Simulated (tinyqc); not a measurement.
Worked calculation (part 2 of 3): UHF in the 6-31g basis, for H4, spin multiplicity 3. Computed by tinyqc, a small Python program that keeps every step (integrals from PySCF). Command: `OMP_NUM_THREADS=1 python tinyqc.py 20087 20088 out.jsonl` (the two numbers bound the seeds that draw the settings). One thread of a shared host (Intel(R) Xeon(R) Processor @ 2.60GHz), about 0.2 s of CPU time with the checks.

Geometry (angstrom):
```
atom         x         y         z
H     0.000000  0.000000  0.000000
H     0.000000  0.000000  1.400000
H     0.000000  2.139000  0.000000
H     0.000000  2.139000  1.400000
```

## Iteration 1: building the Fock matrix

D(alpha) at the start:
```
           1H 1s      1H 2s      2H 1s      2H 2s      3H 1s      3H 2s      4H 1s      4H 2s
1H 1s   0.179386  -0.329452   0.369077   0.011517  -0.151796   0.301815  -0.148459  -0.077367
1H 2s  -0.329452   1.377763  -0.454548  -0.421922   0.652746  -0.537618   0.325081  -0.450740
2H 1s   0.369077  -0.454548   1.116171  -0.551937  -0.299088   0.519720   0.022393  -0.614150
2H 2s   0.011517  -0.421922  -0.551937   0.931975  -0.054513   0.177584  -0.528628   0.748760
3H 1s  -0.151796   0.652746  -0.299088  -0.054513   0.340206  -0.212908   0.049546  -0.129404
3H 2s   0.301815  -0.537618   0.519720   0.177584  -0.212908   0.546649  -0.362114  -0.040031
4H 1s  -0.148459   0.325081   0.022393  -0.528628   0.049546  -0.362114   0.460922  -0.279654
4H 2s  -0.077367  -0.450740  -0.614150   0.748760  -0.129404  -0.040031  -0.279654   0.763486
```

D(beta) at the start:
```
           1H 1s      1H 2s      2H 1s      2H 2s      3H 1s      3H 2s      4H 1s      4H 2s
1H 1s   0.024310   0.044019   0.019343   0.044131   0.040605   0.063242  -0.074322  -0.023878
1H 2s   0.044019   0.079710   0.035026   0.079912   0.073527   0.114517  -0.134582  -0.043237
2H 1s   0.019343   0.035026   0.015391   0.035115   0.032309   0.050321  -0.059137  -0.018999
2H 2s   0.044131   0.079912   0.035115   0.080114   0.073713   0.114807  -0.134923  -0.043347
3H 1s   0.040605   0.073527   0.032309   0.073713   0.067823   0.105634  -0.124142  -0.039884
3H 2s   0.063242   0.114517   0.050321   0.114807   0.105634   0.164524  -0.193350  -0.062118
4H 1s  -0.074322  -0.134582  -0.059137  -0.134923  -0.124142  -0.193350   0.227227   0.073002
4H 2s  -0.023878  -0.043237  -0.018999  -0.043347  -0.039884  -0.062118   0.073002   0.023454
```

core Hamiltonian H = T + V (hartree):
```
           1H 1s      1H 2s      2H 1s      2H 2s      3H 1s      3H 2s      4H 1s      4H 2s
1H 1s  -1.089924  -1.030345  -0.203514  -0.477093  -0.014605  -0.155910  -0.002086  -0.070654
1H 2s  -1.030345  -1.218304  -0.477093  -0.793622  -0.155910  -0.389089  -0.070654  -0.248368
2H 1s  -0.203514  -0.477093  -1.089924  -1.030345  -0.002086  -0.070654  -0.014605  -0.155910
2H 2s  -0.477093  -0.793622  -1.030345  -1.218304  -0.070654  -0.248368  -0.155910  -0.389089
3H 1s  -0.014605  -0.155910  -0.002086  -0.070654  -1.089924  -1.030345  -0.203514  -0.477093
3H 2s  -0.155910  -0.389089  -0.070654  -0.248368  -1.030345  -1.218304  -0.477093  -0.793622
4H 1s  -0.002086  -0.070654  -0.014605  -0.155910  -0.203514  -0.477093  -1.089924  -1.030345
4H 2s  -0.070654  -0.248368  -0.155910  -0.389089  -0.477093  -0.793622  -1.030345  -1.218304
```

nuclear repulsion = 1.66475425 hartree

Given earlier and not repeated: Two-electron integrals (ij|kl) in chemists' order.

J_ij = sum D_kl (ij|kl) with D = D(alpha) + D(beta), K_ij = sum D_kl (ik|jl) for each spin; F = H + J - K(s); E = tr D H + tr D J / 2 - 0.5 sum_s tr D(s) K(s) + E_nn.

Coulomb J (hartree):
```
          1H 1s     1H 2s     2H 1s     2H 2s     3H 1s     3H 2s     4H 1s     4H 2s
1H 1s  1.446238  0.915993  0.123248  0.380904  0.005095  0.109408  0.000573  0.045754
1H 2s  0.915993  1.259807  0.423080  0.775426  0.108064  0.348092  0.045440  0.211833
2H 1s  0.123248  0.423080  1.761859  1.053947  0.000573  0.049845  0.005389  0.123039
2H 2s  0.380904  0.775426  1.053947  1.343121  0.044501  0.211833  0.111691  0.363955
3H 1s  0.005095  0.108064  0.000573  0.044501  1.449386  0.895720  0.111597  0.365053
3H 2s  0.109408  0.348092  0.049845  0.211833  0.895720  1.201382  0.372463  0.721072
4H 1s  0.000573  0.045440  0.005389  0.111691  0.111597  0.372463  1.504499  0.923688
4H 2s  0.045754  0.211833  0.123039  0.363955  0.365053  0.721072  0.923688  1.231301
```

exchange K(alpha) (hartree):
```
           1H 1s      1H 2s      2H 1s      2H 2s      3H 1s      3H 2s      4H 1s      4H 2s
1H 1s   0.213101   0.223020   0.060150   0.104047   0.061047   0.064670  -0.040103  -0.009863
1H 2s   0.223020   0.312578   0.096388   0.176250   0.113861   0.118413  -0.044241   0.025484
2H 1s   0.060150   0.096388   0.658981   0.304034   0.010243   0.031681  -0.071606  -0.010336
2H 2s   0.104047   0.176250   0.304034   0.294164   0.066348   0.108301  -0.028032   0.098870
3H 1s   0.061047   0.113861   0.010243   0.066348   0.293834   0.196568  -0.041099   0.057443
3H 2s   0.064670   0.118413   0.031681   0.108301   0.196568   0.202029  -0.002611   0.120924
4H 1s  -0.040103  -0.044241  -0.071606  -0.028032  -0.041099  -0.002611   0.270985   0.154170
4H 2s  -0.009863   0.025484  -0.010336   0.098870   0.057443   0.120924   0.154170   0.243527
```

exchange K(beta) (hartree):
```
           1H 1s      1H 2s      2H 1s      2H 2s      3H 1s      3H 2s      4H 1s     4H 2s
1H 1s   0.169586   0.168731   0.074471   0.113487   0.055774   0.069803  -0.038791  0.009030
1H 2s   0.168731   0.201038   0.108770   0.151289   0.090884   0.103762  -0.058456  0.012768
2H 1s   0.074471   0.108770   0.129121   0.126386   0.039998   0.046200  -0.040170  0.004677
2H 2s   0.113487   0.151289   0.126386   0.148342   0.061648   0.071177  -0.047624  0.009610
3H 1s   0.055774   0.090884   0.039998   0.061648   0.216760   0.160584  -0.063579  0.021803
3H 2s   0.069803   0.103762   0.046200   0.071177   0.160584   0.141260  -0.037336  0.027512
4H 1s  -0.038791  -0.058456  -0.040170  -0.047624  -0.063579  -0.037336   0.211696  0.076901
4H 2s   0.009030   0.012768   0.004677   0.009610   0.021803   0.027512   0.076901  0.044416
```

F(alpha) (hartree):
```
           1H 1s      1H 2s      2H 1s      2H 2s      3H 1s      3H 2s      4H 1s      4H 2s
1H 1s   0.143213  -0.337372  -0.140416  -0.200236  -0.070556  -0.111172   0.038590  -0.015038
1H 2s  -0.337372  -0.271075  -0.150400  -0.194447  -0.161706  -0.159410   0.019027  -0.062019
2H 1s  -0.140416  -0.150400   0.012954  -0.280431  -0.011756  -0.052490   0.062390  -0.022535
2H 2s  -0.200236  -0.194447  -0.280431  -0.169347  -0.092501  -0.144836  -0.016186  -0.124004
3H 1s  -0.070556  -0.161706  -0.011756  -0.092501   0.065628  -0.331192  -0.050818  -0.169482
3H 2s  -0.111172  -0.159410  -0.052490  -0.144836  -0.331192  -0.218951  -0.102018  -0.193475
4H 1s   0.038590   0.019027   0.062390  -0.016186  -0.050818  -0.102018   0.143590  -0.260827
4H 2s  -0.015038  -0.062019  -0.022535  -0.124004  -0.169482  -0.193475  -0.260827  -0.230530
```

F(beta) (hartree):
```
           1H 1s      1H 2s      2H 1s      2H 2s      3H 1s      3H 2s      4H 1s      4H 2s
1H 1s   0.186728  -0.283082  -0.154737  -0.209676  -0.065284  -0.116305   0.037278  -0.033930
1H 2s  -0.283082  -0.159534  -0.162783  -0.169486  -0.138730  -0.144760   0.033242  -0.049303
2H 1s  -0.154737  -0.162783   0.542815  -0.102784  -0.041511  -0.067009   0.030954  -0.037548
2H 2s  -0.209676  -0.169486  -0.102784  -0.023525  -0.087801  -0.107712   0.003406  -0.034744
3H 1s  -0.065284  -0.138730  -0.041511  -0.087801   0.142702  -0.295208  -0.028338  -0.133842
3H 2s  -0.116305  -0.144760  -0.067009  -0.107712  -0.295208  -0.158182  -0.067294  -0.100063
4H 1s   0.037278   0.033242   0.030954   0.003406  -0.028338  -0.067294   0.202880  -0.183558
4H 2s  -0.033930  -0.049303  -0.037548  -0.034744  -0.133842  -0.100063  -0.183558  -0.031419
```

total energy of this density = -0.21281082 hartree

## Iteration 1: diagonalisation and new density

X:
```
               1          2          3          4          5          6          7         8
1H 1s  -0.527027  -0.544644   0.662898   0.653817   0.437626   0.378352   0.248903  0.167447
1H 2s   1.151534   0.826065  -0.632941  -0.426298   0.200290   0.249456   0.260683  0.256815
2H 1s   0.527027   0.544644   0.662898   0.653817  -0.437626  -0.378352   0.248903  0.167447
2H 2s  -1.151534  -0.826065  -0.632941  -0.426298  -0.200290  -0.249456   0.260683  0.256815
3H 1s   0.527027  -0.544644  -0.662898   0.653817  -0.437626   0.378352  -0.248903  0.167447
3H 2s  -1.151534   0.826065   0.632941  -0.426298  -0.200290   0.249456  -0.260683  0.256815
4H 1s  -0.527027   0.544644  -0.662898   0.653817   0.437626  -0.378352  -0.248903  0.167447
4H 2s   1.151534  -0.826065   0.632941  -0.426298   0.200290  -0.249456  -0.260683  0.256815
```

Diagonalise F' = X^T F X, C = X C', fill 3 alpha and 1 beta electrons from the bottom; D(s) = C_occ C_occ^T. Each column has its largest component positive (the first on a tie).

F' = X^T F X (alpha) (hartree):
```
           1          2          3          4          5          6          7          8
1   0.785211  -0.002677   0.038712  -0.012729  -0.345783  -0.027450  -0.013271  -0.026905
2  -0.002677   0.701080  -0.005974  -0.087478   0.003216  -0.328712  -0.069626   0.039133
3   0.038712  -0.005974   0.859071  -0.019092   0.097060   0.096949   0.083022  -0.019830
4  -0.012729  -0.087478  -0.019092   0.801256   0.051231   0.025706  -0.059199   0.071408
5  -0.345783   0.003216   0.097060   0.051231   0.085082   0.032580   0.048390   0.054903
6  -0.027450  -0.328712   0.096949   0.025706   0.032580  -0.062728  -0.031234  -0.084666
7  -0.013271  -0.069626   0.083022  -0.059199   0.048390  -0.031234  -0.228934  -0.019474
8  -0.026905   0.039133  -0.019830   0.071408   0.054903  -0.084666  -0.019474  -0.370449
```

orbital energies (alpha) (hartree): MO1 -0.413351, MO2 -0.269457, MO3 -0.144722, MO4 -0.059954, MO5 0.722762, MO6 0.875040, MO7 0.907232, MO8 0.952038

coefficients C (alpha):
```
             MO1        MO2        MO3        MO4        MO5        MO6        MO7        MO8
1H 1s   0.195612  -0.134058   0.012925   0.140420   0.174576   0.019250   0.562641  -1.201012
1H 2s   0.414680  -0.356784  -0.438479   0.736409   0.124982   0.090263  -0.267382   1.303048
2H 1s   0.143599  -0.158708   0.380454  -0.217142   1.088173  -0.051901   0.538278   0.389488
2H 2s   0.210294   0.058097   0.672498  -0.380113  -1.048285   0.118893  -0.725863  -0.736721
3H 1s   0.222722   0.101399  -0.228275  -0.186270  -0.062944   1.289938   0.166996   0.153227
3H 2s   0.370776   0.109022  -0.349160  -0.724090   0.229670  -1.250817  -0.440895  -0.468777
4H 1s  -0.056577   0.213351   0.008661   0.223311   0.676176   0.277049  -1.043731  -0.379416
4H 2s   0.001575   0.682311   0.269735   0.578813  -0.414125   0.055404   1.218172   0.543293
```

F' = X^T F X (beta) (hartree):
```
           1          2          3          4          5          6          7          8
1   0.888382   0.045671   0.042342   0.034555  -0.360228  -0.020623   0.016726   0.021684
2   0.045671   0.874731   0.039728   0.052751  -0.047915  -0.334605   0.035352   0.009917
3   0.042342   0.039728   1.083543   0.067247  -0.038815  -0.059623   0.153925   0.013096
4   0.034555   0.052751   0.067247   1.031703  -0.079882  -0.034837   0.048954   0.060926
5  -0.360228  -0.047915  -0.038815  -0.079882   0.268451   0.162494  -0.039893   0.014417
6  -0.020623  -0.334605  -0.059623  -0.034837   0.162494   0.125089  -0.088305  -0.151906
7   0.016726   0.035352   0.153925   0.048954  -0.039893  -0.088305  -0.096454  -0.013143
8   0.021684   0.009917   0.013096   0.060926   0.014417  -0.151906  -0.013143  -0.248747
```

orbital energies (beta) (hartree): MO1 -0.337028, MO2 -0.124970, MO3 -0.015400, MO4 0.187976, MO5 0.938200, MO6 0.976743, MO7 1.028587, MO8 1.272591

coefficients C (beta):
```
             MO1        MO2        MO3        MO4        MO5        MO6        MO7        MO8
1H 1s   0.221394  -0.162903   0.113779  -0.184975  -0.419105   0.721606  -1.020358   0.075854
1H 2s   0.394169  -0.331813   0.218257  -0.767151   0.245694  -0.694644   1.159970   0.192253
2H 1s   0.081559  -0.053917   0.055718   0.137105   0.044046   0.055959   0.082623   1.350038
2H 2s   0.196239  -0.170228   0.143995   1.045890   0.058261   0.297968  -0.285843  -1.212855
3H 1s   0.222655   0.192333  -0.194320   0.044724  -0.945336   0.477942   0.784159  -0.051388
3H 2s   0.480972   0.358545  -0.653411   0.146045   1.136454  -0.073649  -0.849458  -0.017776
4H 1s  -0.072223   0.240726   0.303722  -0.089965   0.746547   0.986214   0.392950  -0.134525
4H 2s  -0.120245   0.401371   0.731700  -0.181234  -1.032478  -0.949026  -0.156397   0.303483
```

D(alpha) after iteration 1:
```
           1H 1s      1H 2s      2H 1s      2H 2s      3H 1s      3H 2s      4H 1s      4H 2s
1H 1s   0.056403   0.123279   0.054283   0.042039   0.027023   0.053400  -0.039557  -0.087675
1H 2s   0.123279   0.491518  -0.050649  -0.228400   0.156275   0.267956  -0.103379  -0.361058
2H 1s   0.054283  -0.050649   0.190554   0.276832  -0.070958  -0.096899  -0.038690  -0.005440
2H 2s   0.042039  -0.228400   0.276832   0.499853  -0.100787  -0.150504   0.006322   0.221368
3H 1s   0.027023   0.156275  -0.070958  -0.100787   0.111997   0.173339   0.007056   0.007963
3H 2s   0.053400   0.267956  -0.096899  -0.150504   0.173339   0.271273  -0.000741  -0.019210
4H 1s  -0.039557  -0.103379  -0.038690   0.006322   0.007056  -0.000741   0.048795   0.147819
4H 2s  -0.087675  -0.361058  -0.005440   0.221368   0.007963  -0.019210   0.147819   0.538308
```

D(beta) after iteration 1:
```
           1H 1s      1H 2s      2H 1s      2H 2s      3H 1s      3H 2s      4H 1s      4H 2s
1H 1s   0.049015   0.087267   0.018057   0.043446   0.049295   0.106484  -0.015990  -0.026622
1H 2s   0.087267   0.155369   0.032148   0.077351   0.087764   0.189584  -0.028468  -0.047397
2H 1s   0.018057   0.032148   0.006652   0.016005   0.018159   0.039227  -0.005890  -0.009807
2H 2s   0.043446   0.077351   0.016005   0.038510   0.043694   0.094385  -0.014173  -0.023597
3H 1s   0.049295   0.087764   0.018159   0.043694   0.049575   0.107091  -0.016081  -0.026773
3H 2s   0.106484   0.189584   0.039227   0.094385   0.107091   0.231334  -0.034737  -0.057835
4H 1s  -0.015990  -0.028468  -0.005890  -0.014173  -0.016081  -0.034737   0.005216   0.008684
4H 2s  -0.026622  -0.047397  -0.009807  -0.023597  -0.026773  -0.057835   0.008684   0.014459
```

## Iteration 2: building the Fock matrix

As before.

Coulomb J (hartree):
```
          1H 1s     1H 2s     2H 1s     2H 2s     3H 1s     3H 2s     4H 1s     4H 2s
1H 1s  1.600739  0.995117  0.127059  0.408837  0.005566  0.119303  0.000598  0.049238
1H 2s  0.995117  1.324550  0.412277  0.790933  0.118313  0.372304  0.045349  0.218936
2H 1s  0.127059  0.412277  1.633145  1.004402  0.000598  0.049092  0.005285  0.118505
2H 2s  0.408837  0.790933  1.004402  1.317336  0.048271  0.218936  0.108357  0.359661
3H 1s  0.005566  0.118313  0.000598  0.048271  1.593642  0.982066  0.118126  0.397386
3H 2s  0.119303  0.372304  0.049092  0.218936  0.982066  1.292722  0.369983  0.750794
4H 1s  0.000598  0.045349  0.005285  0.108357  0.118126  0.369983  1.409069  0.889762
4H 2s  0.049238  0.218936  0.118505  0.359661  0.397386  0.750794  0.889762  1.222055
```

exchange K(alpha) (hartree):
```
           1H 1s      1H 2s      2H 1s     2H 2s      3H 1s     3H 2s      4H 1s     4H 2s
1H 1s   0.374536   0.343242   0.115791  0.184828   0.055032  0.088888  -0.036853  0.003791
1H 2s   0.343242   0.393344   0.233949  0.292787   0.110987  0.158344  -0.006251  0.066558
2H 1s   0.115791   0.233949   0.649446  0.510946  -0.025108  0.012388   0.006921  0.075718
2H 2s   0.184828   0.292787   0.510946  0.491244   0.030379  0.089070   0.059211  0.144935
3H 1s   0.055032   0.110987  -0.025108  0.030379   0.465036  0.400065   0.113735  0.218363
3H 2s   0.088888   0.158344   0.012388  0.089070   0.400065  0.424703   0.203922  0.309585
4H 1s  -0.036853  -0.006251   0.006921  0.059211   0.113735  0.203922   0.418744  0.387703
4H 2s   0.003791   0.066558   0.075718  0.144935   0.218363  0.309585   0.387703  0.448596
```

exchange K(beta) (hartree):
```
          1H 1s     1H 2s     2H 1s     2H 2s     3H 1s     3H 2s     4H 1s     4H 2s
1H 1s  0.277391  0.260180  0.081458  0.152070  0.078929  0.117816  0.004177  0.051716
1H 2s  0.260180  0.289316  0.106947  0.184341  0.121886  0.166197  0.006451  0.073072
2H 1s  0.081458  0.106947  0.089971  0.103139  0.039067  0.055736  0.002161  0.030169
2H 2s  0.152070  0.184341  0.103139  0.147373  0.076043  0.104711  0.004299  0.051655
3H 1s  0.078929  0.121886  0.039067  0.076043  0.252393  0.221174  0.011577  0.086631
3H 2s  0.117816  0.166197  0.055736  0.104711  0.221174  0.228073  0.011164  0.091263
4H 1s  0.004177  0.006451  0.002161  0.004299  0.011577  0.011164  0.002387  0.005923
4H 2s  0.051716  0.073072  0.030169  0.051655  0.086631  0.091263  0.005923  0.040886
```

F(alpha) (hartree):
```
           1H 1s      1H 2s      2H 1s      2H 2s      3H 1s      3H 2s      4H 1s      4H 2s
1H 1s   0.136279  -0.378469  -0.192246  -0.253084  -0.064071  -0.125494   0.035365  -0.025207
1H 2s  -0.378469  -0.287097  -0.298765  -0.295477  -0.148584  -0.175129  -0.019053  -0.095991
2H 1s  -0.192246  -0.298765  -0.106225  -0.536889   0.023620  -0.033950  -0.016241  -0.113123
2H 2s  -0.253084  -0.295477  -0.536889  -0.392212  -0.052762  -0.118503  -0.106763  -0.174363
3H 1s  -0.064071  -0.148584   0.023620  -0.052762   0.038682  -0.448343  -0.199123  -0.298069
3H 2s  -0.125494  -0.175129  -0.033950  -0.118503  -0.448343  -0.350286  -0.311031  -0.352414
4H 1s   0.035365  -0.019053  -0.016241  -0.106763  -0.199123  -0.311031  -0.099598  -0.528286
4H 2s  -0.025207  -0.095991  -0.113123  -0.174363  -0.298069  -0.352414  -0.528286  -0.444845
```

F(beta) (hartree):
```
           1H 1s      1H 2s      2H 1s      2H 2s      3H 1s      3H 2s      4H 1s      4H 2s
1H 1s   0.233424  -0.295408  -0.157913  -0.220326  -0.087968  -0.154422  -0.005665  -0.073132
1H 2s  -0.295408  -0.183069  -0.171763  -0.187031  -0.159483  -0.182983  -0.031755  -0.102505
2H 1s  -0.157913  -0.171763   0.453250  -0.129081  -0.040555  -0.077297  -0.011481  -0.067574
2H 2s  -0.220326  -0.187031  -0.129081  -0.048341  -0.098426  -0.134144  -0.051852  -0.081083
3H 1s  -0.087968  -0.159483  -0.040555  -0.098426   0.251325  -0.269452  -0.096965  -0.166337
3H 2s  -0.154422  -0.182983  -0.077297  -0.134144  -0.269452  -0.153656  -0.118273  -0.134091
4H 1s  -0.005665  -0.031755  -0.011481  -0.051852  -0.096965  -0.118273   0.316758  -0.146506
4H 2s  -0.073132  -0.102505  -0.067574  -0.081083  -0.166337  -0.134091  -0.146506  -0.037134
```

total energy of this density = -1.81653583 hartree
